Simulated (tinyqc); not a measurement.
Temperature and segregation coefficient: dopant redistribution at a moving silicon-oxide interface during parabolic oxidation. Computed by tinyqc, a small Python program. Command: `OMP_NUM_THREADS=1 python tinyqc.py 3003514 3003515 out.jsonl segox walk`. One thread of a shared host (Intel(R) Xeon(R) Processor @ 2.30GHz), about 0.01 s of CPU time with the checks.

Uniformly doped silicon is oxidised with x_ox = sqrt(B t); the interface advances into the silicon by alpha x_ox, alpha = 0.44. The dopant does not move in the oxide, and at the interface C(silicon) = m C(oxide).

Inputs (values chosen for the exercise, modelled on phosphorus in silicon under dry oxygen):

| quantity | value | unit |
|---|---|---|
| dopant prefactor D0 | 4.33 | cm^2/s |
| dopant activation energy E | 3.68 | eV |
| oxidation prefactor B0 | 731 | um^2/h |
| oxidation activation energy E_B | 1.22 | eV |
| segregation coefficient m = C(silicon)/C(oxide) | 8.3 | - |

Constants: k_B = 8.617333262e-05 eV/K.

Method:
- D = D0 exp(-E/(k_B T)), converted with 1 cm^2/s = 3.6e11 um^2/h; B = B0 exp(-E_B/(k_B T)); s = alpha sqrt(B/(4 D)), the interface advance over 2 sqrt(D t).
- Temperatures in kelvin are T(C) + 273.15.
- With the dopant diffusivity D and s = alpha x_ox/(2 sqrt(D t)), in the silicon C = C_B + (C_s - C_B) erfc(y/(2 sqrt(D t)))/erfc(s), y from the original surface. Dopant balance at the interface gives C_s/C_B = 1/[1 + (1/(m alpha) - 1) g], g = sqrt(pi) s exp(s^2) erfc(s).

C_s/C_B:

| T (C) | s | this m | m = 0.2 | m = 1/alpha | m = 10 |
|---|---|---|---|---|---|
| 850 | 1.5748 | 2.6872 | 0.10040 | 1 | 3.0131 |
| 900 | 0.9162 | 2.1393 | 0.11627 | 1 | 2.3079 |
| 950 | 0.5572 | 1.7281 | 0.14259 | 1 | 1.8127 |
| 1000 | 0.3523 | 1.4651 | 0.18082 | 1 | 1.5101 |
| 1050 | 0.2307 | 1.3038 | 0.23117 | 1 | 1.3297 |
| 1100 | 0.1557 | 1.2042 | 0.29240 | 1 | 1.2202 |
| 1150 | 0.1081 | 1.1411 | 0.36170 | 1 | 1.1515 |
| 1200 | 0.0769 | 1.1000 | 0.43518 | 1 | 1.1071 |

What follows from these numbers?

s falls from 1.57 to 0.0769 as T rises, because diffusion has the larger activation energy (3.68 against 1.22 eV); the ratio for this m moves from 2.687 to 1.100, towards 1. At m = 1/alpha the oxide takes exactly what the silicon held, and nothing moves. The ratio does not depend on time, since both lengths grow as sqrt(t).
